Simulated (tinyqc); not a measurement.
Inside a calculation. Model: hole mobility in a silicon inversion layer, empirical terms and Matthiessen rule.

Numbers from tinyqc (`OMP_NUM_THREADS=1 python tinyqc.py 2510153 2510154 out.jsonl`; about 0.01 s on one thread of a shared Intel Xeon 2.30GHz). Printed values are rounded.

Inversion layer of sheet density Ns on a uniformly doped body. The mobility terms are empirical power laws with prefactors chosen for the exercise; adding their inverses (Matthiessen) is itself an approximation.

Parameters, values chosen for the exercise; material values close to those of silicon: temperature T = 273 K; band gap Eg = 1.11 eV; relative permittivity of the semiconductor eps_r = 11.8; conduction-band density of states at T Nc = 2.39e19 cm^-3; valence-band density of states at T Nv = 2.34e19 cm^-3; body doping Nb = 6.1e17 cm^-3; reverse body bias Vsb = 1 V; weight of the inversion charge in the effective field eta = 0.3333; gate capacitance Cox = 1.69 uF/cm^2; phonon-limited mobility at 1 MV/cm and 300 K Ap = 135 cm^2/(V s); roughness-limited mobility at 1 MV/cm As = 584 cm^2/(V s); exponent of the roughness term gs = 1; Coulomb prefactor Ac = 2100 cm^2/(V s); charge at the interface Nit = 9.6e10 cm^-2; inversion density Ns = 2.6e12 cm^-2; ratio W/L WL = 1; drain voltage Vd = 0.05 V; measured linear current I = 2.5 uA.

Constants: q = 1.602176634e-19 C, kB = 1.380649e-23 J/K, Vt = kB T/q, eps0 = 8.8541878128e-14 F/cm where lengths are in cm. Results are converted to the units shown.

## Depletion charge and effective field

ni = sqrt(Nc Nv) exp(-Eg/(2 Vt)), Eg in volts; Ndep = sqrt(2 eps0 eps_r Nb (2 Vt ln(Nb/ni) + Vsb)/q); E = q (Ndep + eta Ns)/(eps0 eps_r), in MV/cm.

ni = 1.34309e9 cm^-3
Ndep = 3.92651e12 cm^-2
E = 0.735013 MV/cm

The depletion charge gives 81.9 % of the field.

## Mobility terms and their sum

With t = T/(300 K): muC = Ac (Ns/1e12 cm^-2) t/(Nb/1e17 cm^-3 + Nit/1e11 cm^-2), muP = Ap E^(-1/3) t^(-1.75), muS = As E^(-gs); 1/mu is the sum of the inverses.

terms (cm^2/(V s)): Coulomb 703.768, phonon 176.433, roughness 794.544
mu = 119.798 cm^2/(V s)
shares of 1/mu (%): Coulomb 17.0224, phonon 67.9000, roughness 15.0776

The phonon term limits most.

## Iteration 1: inversion density for the measured current

Ns at the start = 3.9e12 cm^-2

I = (W/L) q Ns mu Vd. E = q (Ndep + eta Ns)/(eps0 eps_r) in MV/cm. With t = T/(300 K): muC = Ac (Ns/1e12 cm^-2) t/(Nb/1e17 cm^-3 + Nit/1e11 cm^-2), muP = Ap E^(-1/3) t^(-1.75), muS = As E^(-gs); 1/mu is the sum of the inverses. Ns(new) = I/((W/L) q mu Vd).

E = 0.801458 MV/cm
mu = 122.648 cm^2/(V s)
Ns after iteration 1 = 2.54448e12 cm^-2

## Iteration 2: inversion density for the measured current

As before.

E = 0.732175 MV/cm
mu = 119.528 cm^2/(V s)
Ns after iteration 2 = 2.61089e12 cm^-2

## Course of the iteration: inversion density for the measured current

Stop when Ns changes by less than 1e5 cm^-2, or after 120 iterations.

Course of the iteration:
```
iteration  Ns (cm^-2)  |change| (cm^-2)
1          2.54448e12           1.36e12
2          2.61089e12           6.64e10
3          2.60391e12            6.99e9
4          2.60462e12            7.08e8
5          2.60454e12            7.20e7
6          2.60455e12            7.31e6
7          2.60455e12            7.44e5
8          2.60455e12            7.56e4
```

Converged in 8 iterations. At the end each change is about 0.10 times the one before, with alternating sign: linear convergence.

## Split C-V extraction

```
point  Vg (V)  Cgc (uF/cm^2)      I (uA)
0         0.2     3.43284e-4  1.15841e-8
1         0.3     0.00641569  4.05175e-6
2         0.4       0.112737  0.00128332
3         0.5       0.967978    0.132647
4         0.6        1.62536    0.964486
5         0.7        1.68642     2.08612
6         0.8        1.68981     3.19394
7         0.9        1.68999     4.25105
8           1        1.69000     5.25526
9         1.1        1.69000     6.20962
10        1.2        1.69000     7.11816
11        1.3        1.69000     7.98486
12        1.4           1.69     8.81335
```

Q(Vg) is the trapezoid sum of Cgc from the first point (where Q is taken as 0); mu_eff = I/((W/L) Q Vd); mu_FE = (dI/dVg)/((W/L) Cox Vd) with a backward difference. Listed from point 4 on.

```
point  Q (uC/cm^2)  mu_eff (cm^2/(V s))  mu_FE (cm^2/(V s))
4         0.189998              101.526             98.4426
5         0.355588              117.333             132.737
6         0.524399              121.813             131.103
7         0.693389              122.617             125.103
8         0.862389              121.877             118.841
9          1.03139              120.413             112.942
10         1.20039              118.598             107.520
11         1.36939              116.619             102.567
12         1.53839              114.579             98.0461
```

At the last point mu_FE is 14 % below mu_eff: where the mobility falls with gate voltage the slope of I understates it.
